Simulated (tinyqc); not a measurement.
# Random telegraph noise from one oxide trap in a small MOSFET: two studies

An acceptor-like trap exchanges electrons with the channel. Inversion charge Q = Cox u, u = n Vt W0(exp((Vg - VT)/(n Vt))), W0 the Lambert function, n = nf, Cox = eps0 eox/tox; linear regime Id = (W/L) mu Q Vd. Relative to threshold the surface potential rises by Vt ln(u/u0) and the oxide voltage by the rest of Vg - VT, with u0 = n Vt W0(1).

Inputs (values chosen for the exercise); values of the order met in silicon transistors: temperature T = 300 K; relative permittivity of the gate insulator (close to silicon dioxide) eox = 3.9; insulator thickness tox = 1.2 nm; depth of the trap from the channel interface xt = 0.56 nm; trap level above the channel Fermi level at threshold E0 = 0.23 eV; capture prefactor s0 = 6e-17 cm^2; capture barrier (lattice relaxation) EB = 0.2 eV; tunnelling decay length lt = 0.16 nm; thermal velocity vth = 2.2e7 cm/s; thickness of the inversion layer zi = 1.6 nm; threshold voltage VT = 0.49 V; body factor nf = 1.22; gate width W = 43 nm; gate length L = 99 nm; mobility mu = 200 cm^2/(V s); scattering coefficient of the charged trap asc = 0 V s; drain voltage Vd = 0.1 V; gate voltage Vg = 0.93 V.

Constants: q = 1.602176634e-19 C, kB = 1.380649e-23 J/K, Vt = kB T/q, eps0 = 8.8541878128e-14 F/cm where lengths are in cm. Results are converted to the units shown.

Each table varies one quantity; the others keep the values above.

## Time constants and noise against gate voltage

N = Cox u/q; dpsi = Vt ln(u/u0); E = E0 - dpsi - (xt/tox)(Vg - VT - dpsi); capture time tc = 1/[(N/zi) vth s0 exp(-xt/lt - EB/Vt)]; emission time te = tc exp(-E/Vt); occupancy te/(tc + te). A = W L; threshold step dV = q (1 - xt/tox)/(Cox A); gm/Id = 1/(u + n Vt); relative step dI/I = (gm/Id) dV + asc mu/A. fc = (1/tc + 1/te)/(2 pi); rms = (dI/I) sqrt(tc te)/(tc + te).

Time constants and noise against gate voltage:
```
Vg (V)     E (eV)    tc (s)    te (s)  occupancy  dI/I (%)  fc (Hz)  rms dI/I (%)
0.66       0.1237  4.054e-6  3.384e-8   0.008278    0.4421  4.743e6       0.04005
0.72      0.09116  2.911e-6  8.564e-8    0.02858    0.3364  1.913e6       0.05605
0.78      0.05959  2.248e-6  2.242e-7    0.09069    0.2691  7.806e5       0.07728
0.84      0.02869  1.821e-6  6.003e-7     0.2479    0.2232  3.525e5       0.09637
0.9     -0.001750  1.526e-6  1.633e-6     0.5169    0.1901  2.018e5       0.09499
0.96     -0.03185  1.310e-6  4.492e-6     0.7742    0.1652  1.569e5       0.06909
1.02     -0.06169  1.146e-6  1.247e-5     0.9158    0.1459  1.516e5       0.04053
1.08     -0.09133  1.018e-6  3.484e-5     0.9716    0.1306  1.609e5       0.02169
1.14      -0.1208  9.151e-7  9.790e-5     0.9907    0.1181  1.756e5       0.01131
```

tc falls from 4.05e-6 to 9.15e-7 s as the channel fills and te rises from 3.38e-8 to 9.79e-5 s; they are equal at Vg = 0.897 V, where E = 0. The rms noise goes from 0.0401 through a maximum of 0.0964 (at Vg = 0.84 V among the rows listed) to 0.0113 %. The slope -Vt d ln(tc/te)/dVg is 0.543 between the first two rows and 0.491 between the last two; it tends to xt/tox = 0.467 only when the surface potential stops moving.

## Effect of the capture barrier

Same model as above.

The same in every row: E (eV) = -0.01684; occupancy = 0.6573; dI/I (%) = 0.1768; rms dI/I (%) = 0.08392.

Effect of the capture barrier:
```
EB (eV)    tc (s)    te (s)   fc (Hz)
0.1      2.947e-8  5.652e-8   8.217e6
0.2      1.410e-6  2.705e-6   1.717e5
0.3      6.748e-5  1.294e-4      3588
0.4      0.003229  0.006194     74.98
0.5        0.1545    0.2964     1.567
0.6         7.395     14.18   0.03274
0.7         353.9     678.8  6.842e-4
```

Read the table: what changes, and by how much?

As EB goes from 0.1 to 0.7, tc rises from 2.95e-8 to 354 s, te rises from 5.65e-8 to 679 s and dI/I stays at 0.177 %. The barrier scales both times alike and leaves the occupancy unchanged.

Range of the model: VT is taken as given; short-channel effects and the uneven flow of current among few electrons are left out.

tinyqc, about 0.01 s, one thread, Intel Xeon 2.30GHz (shared host): `OMP_NUM_THREADS=1 python tinyqc.py 2710130 2710131 out.jsonl`
